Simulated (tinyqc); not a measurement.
Comparisons within one model: donor near an oxide interface in a gate field (two-state model). A value that a table varies takes the place of the one given here.

Interface at z = 0 (hard wall), donor at z = d, field F pulling electrons to the interface: potential e F z; 1 kV/cm = 1e-5 eV/angstrom, c = hbar^2/2m0, q = e^2/(4 pi eps0), Q = (eps - eo)/(eps + eo). Donor state: E_D = e F d - ED - q Q/(4 eps d), the last term joining the images of ion and electron. Interface state: z exp(-b z/2) exp(-rho^2/(2 L^2)) with E_z = c b^2/(4 mz) + 3 e F/b + q Q b/(8 eps), minimised over b; in the plane at z = 3/b the ion (distance D = d - 3/b) and its image (D' = d + 3/b) give E_rho = c/(mt L^2) - (q/eps)(sqrt(pi)/L)[erfcx(D/L) + Q erfcx(D'/L)], erfcx(x) = exp(x^2) erfc(x), minimised over L. E_I = E_z + E_rho.

The two states couple by t = t0 exp(-D/aD) with t0 = q/(eps aD) (2 aD/L) sqrt(aD b/2) v, v a valley factor; this form is an estimate. With detuning u = E_D - E_I the splitting is sqrt(u^2 + 4 t^2) and the lower state has weight (1 - u/sqrt(u^2 + 4 t^2))/2 on the donor.

Constants: hbar^2/2m0 = 3.80998211 eV angstrom^2; e^2/(4 pi eps0) = 14.39964547 eV angstrom.

Inputs chosen for the exercise (near those of a donor in Si below SiO2, static dielectric constants; the results hold for these values, not for the real material):

| symbol | value | unit | meaning |
|---|---|---|---|
| d | 150 | angstrom | depth of the donor |
| ED | 54.1 | meV | bulk binding energy |
| mz | 0.899 | m0 | mass across the interface |
| mt | 0.19 | m0 | mass in the plane |
| eps | 11.5 |  | dielectric constant of the semiconductor |
| eo | 3.9 |  | dielectric constant of the oxide |
| aD | 19 | angstrom | donor radius |
| v | 0.41 |  | valley factor |
| Fl | (51.528, 51.73, 51.811, 51.852, 51.892, 51.973, 52.175) | kV/cm | fields |
| dl | (65, 90, 120, 155, 200, 250) | angstrom | depths |

## Sweeping the field

Both levels, the splitting, the donor weight and the mean depth w d + (1 - w) 3/b.

Results:

| F (kV/cm) | E_D (meV) | E_I (meV) | splitting (meV) | donor weight | mean depth (angstrom) |
|---|---|---|---|---|---|
| 51.528 | 22.162 | 22.522 | 0.363 | 0.996 | 149.6 |
| 51.730 | 22.465 | 22.600 | 0.143 | 0.974 | 147.1 |
| 51.811 | 22.587 | 22.632 | 0.0641 | 0.853 | 133.4 |
| 51.852 | 22.648 | 22.648 | 0.0454 | 0.495 | 93.3 |
| 51.892 | 22.708 | 22.663 | 0.0639 | 0.148 | 54.4 |
| 51.973 | 22.830 | 22.695 | 0.142 | 0.026 | 40.6 |
| 52.175 | 23.133 | 22.773 | 0.363 | 0.004 | 38.1 |

E_D rises by 1.50 and E_I by 0.39 meV per kV/cm, so they cross once, near 51.9 kV/cm, where the splitting is 2t = 0.0454 meV. The donor weight passes from 0.85 to 0.15 while the detuning goes from -2t to 2t, a window of 0.082 kV/cm or 0.16 % of the field; across the table the charge moves by 111 angstrom.

## Depth of the donor

Critical field, and the coupling, E_rho and L at that field.

Results:

| d (angstrom) | critical field (kV/cm) | e F d/ED | t (meV) | E_rho (meV) | L (angstrom) |
|---|---|---|---|---|---|
| 65 | 151.6 | 1.822 | 2.3 | -20.34 | 59 |
| 90 | 98.0 | 1.630 | 0.57 | -15.36 | 75 |
| 120 | 68.1 | 1.510 | 0.11 | -11.91 | 91 |
| 155 | 49.9 | 1.428 | 0.017 | -9.47 | 109 |
| 200 | 36.9 | 1.363 | 0.0016 | -7.52 | 131 |
| 250 | 28.5 | 1.316 | 0.00012 | -6.13 | 153 |

The critical field falls from 152 to 28 kV/cm, with exponent -1.24 in d, while t drops by a factor 1.9e+04, about e for each 19 angstrom at the end (aD = 19). One lattice plane (1.36 angstrom) of misplacement changes t by 7 % and the critical field by about 1.4 % at 120 angstrom.

## What each parameter does

Critical field (E_D = E_I), and t and L there. Each row changes one parameter from the base and keeps the others.

Results:

| case | critical field (kV/cm) | t (meV) | L (angstrom) |
|---|---|---|---|
| base | 51.9 | 0.0227 | 106.6 |
| d = 140 angstrom | 56.4 | 0.0386 | 101.6 |
| ED = 60.1 meV | 57.2 | 0.0214 | 107.2 |
| aD = 20.9 angstrom | 51.9 | 0.0408 | 106.6 |
| mz = 0.764 m0 | 52.8 | 0.0241 | 106.1 |
| mt = 0.218 m0 | 51.6 | 0.0240 | 101.3 |
| eo = 5.8 | 50.6 | 0.0212 | 109.4 |
| eps = 12.2 | 52.2 | 0.0208 | 108.8 |

The largest shifts from the base row, up to three for each result and ties (the steps differ in size, so this ranks the rows, not the parameters). critical field (kV/cm): ED +5.4, d +4.5, eo -1.2; unchanged at the printed digits by aD. t (meV): aD +0.0181, d +0.0159, eps -0.00187. L (angstrom): mt -5.3, d -5.1, eo +2.8; unchanged at the printed digits by aD.

Computed by tinyqc, a small Python program: `OMP_NUM_THREADS=1 python tinyqc.py 1280834 1280835 out.jsonl` (the numbers bound the seed that draws the inputs); one thread of a shared host (Intel(R) Xeon(R) Processor @ 2.30GHz), about 0.07 s for the whole set of steps.
